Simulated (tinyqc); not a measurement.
# Modulation-doped quantum well, Poisson-Schroedinger loop: effects of single changes

A well of width L centred at z = 0 between barriers Vb; effective-mass electrons, parabolic bands. The electrons come from donor sheets outside the mesh, a share fL of Ns on the left and the rest on the right, so the structure is neutral. Energies are counted from the band edge of the well, with U = 0 on the first node in the Hartree part.

Inputs (values chosen for the exercise); material values those of a made-up well:
```
symbol   value   unit                               meaning
T          300      K                           temperature
mw      0.0315     m0              mass along z in the well
mb       0.119     m0          mass along z in the barriers
md      0.0245     m0                         in-plane mass
Vb        1.26     eV                        barrier height
eps_r     18.6           relative permittivity (all layers)
L          8.8     nm                            well width
Ns      8.7e11  cm^-2            sheet density of electrons
fL           1         share of the donors on the left side
Fz           0  kV/cm                 applied field along z
```

Constants: q = 1.602176634e-19 C, kB = 1.380649e-23 J/K, hbar = 1.054571817e-34 J s, m0 = 9.1093837015e-31 kg, Vt = kB T/q, eps0 = 8.8541878128e-14 F/cm where lengths are in cm, hbar^2/(2 m0) = 0.0380998212 eV nm^2. Results are converted to the units shown.

Each table varies one quantity; the others keep the values above.

## Effect of the well width

Schroedinger equation -C d/dz (1/m) dpsi/dz + (V0 + U) psi = E psi, C = hbar^2/(2 m0), on a fine mesh (400 intervals across the well) with hard walls 6.05 nm outside the well edges (to within half a fine step); the lowest 3 levels are kept. V0 = 0 in the well and Vb outside, plus q Fz z (1 kV/cm = 1e-4 eV/nm). N_k = D Vt ln(1 + exp((EF - E_k)/Vt)), D = md m0 q/(pi hbar^2), sum N_k = Ns; n = sum N_k |psi_k|^2. dU/dz = q (fL Ns - integral of n from the left)/(eps0 eps_r). The loop is converged to 1e-9 eV; shares under 0.001 % are printed as 0.

Effect of the well width:

| L (nm) | E2 - E1 (meV) | EF - E1 (meV) | share of E2 (%) | centroid (nm) | charge in the barriers (%) | range of U in the well (meV) |
|---|---|---|---|---|---|---|
| 3.5 | 909 | 84.0 | 0 | -0.0102 | 8.82 | 14.7 |
| 4.4 | 697 | 84.0 | 0 | -0.0188 | 6.13 | 18.5 |
| 5.6 | 496 | 84.0 | 0 | -0.0378 | 4.06 | 23.4 |
| 7 | 354 | 84.0 | 0 | -0.0741 | 2.70 | 29.0 |
| 8.8 | 247 | 84.0 | 0.0551 | -0.150 | 1.74 | 36.0 |
| 11 | 172 | 83.2 | 0.961 | -0.300 | 1.14 | 44.0 |
| 14 | 115 | 78.2 | 6.53 | -0.595 | 0.797 | 54.2 |
| 18 | 75.8 | 68.6 | 17.1 | -1.12 | 0.600 | 66.7 |

What does the comparison show?

As L goes from 3.5 to 18, E2 - E1 falls from 909 to 75.8 meV, EF - E1 falls from 84.0 to 68.6 meV and the share of E2 rises from 0 to 17.1 %. EF stays below E2 throughout. The spacing goes as L^(-1.52) over the table; an empty well with infinite walls would give -2. For L = 3.5, 4.4, 5.6, 7, 8.8, 11 E2 or EF lies over 150 meV above E1, where non-parabolicity matters for so light a mass.

## Effect of the sheet density of electrons

Same model as above.

Result of one run:

| Ns (cm^-2) | E2 - E1 (meV) | EF - E1 (meV) | share of E2 (%) | centroid (nm) | charge in the barriers (%) | range of U in the well (meV) |
|---|---|---|---|---|---|---|
| 1.1e12 | 247 | 107 | 0.108 | -0.189 | 1.76 | 45.1 |

What becomes of these results when the sheet density of electrons Ns is changed from 1.1e12 to 1.7e11 cm^-2, all else the same?

Result of the changed run:

| Ns (cm^-2) | E2 - E1 (meV) | EF - E1 (meV) | share of E2 (%) | centroid (nm) | charge in the barriers (%) | range of U in the well (meV) |
|---|---|---|---|---|---|---|
| 1.7e11 | 249 | -2.69 | 0.00918 | -0.0300 | 1.70 | 7.23 |

The whole series:

| Ns (cm^-2) | E2 - E1 (meV) | EF - E1 (meV) | share of E2 (%) | centroid (nm) | charge in the barriers (%) | range of U in the well (meV) |
|---|---|---|---|---|---|---|
| 5e10 | 249 | -40.6 | 0.00710 | -0.00887 | 1.69 | 2.14 |
| 9.4e10 | 249 | -22.0 | 0.00778 | -0.0167 | 1.69 | 4.01 |
| 1.7e11 | 249 | -2.69 | 0.00918 | -0.0300 | 1.70 | 7.23 |
| 3.3e11 | 249 | 23.5 | 0.0133 | -0.0581 | 1.71 | 13.9 |
| 6.1e11 | 248 | 56.9 | 0.0269 | -0.106 | 1.72 | 25.5 |
| 1.1e12 | 247 | 107 | 0.108 | -0.189 | 1.76 | 45.1 |
| 2.1e12 | 245 | 201 | 2.09 | -0.340 | 1.93 | 83.0 |
| 4e12 | 246 | 318 | 18.7 | -0.476 | 2.81 | 153 |

As Ns goes from 5e10 to 4e12, E2 - E1 goes from 249 through a minimum of 245 (at Ns = 2.1e12 among the rows listed) to 246 meV, EF - E1 rises from -40.6 to 318 meV and the share of E2 rises from 0.00710 to 18.7 %. EF lies above E2 for Ns = 4e12. The band bending across the well rises from 2.14 to 153 meV, as Ns^(0.97). In every row E2 or EF lies over 150 meV above E1, where non-parabolicity matters for so light a mass.

Computed by the program tinyqc: `OMP_NUM_THREADS=1 python tinyqc.py 2140027 2140028 out.jsonl`, one thread of a shared Intel Xeon 2.30GHz, about 0.2 s for the whole run.
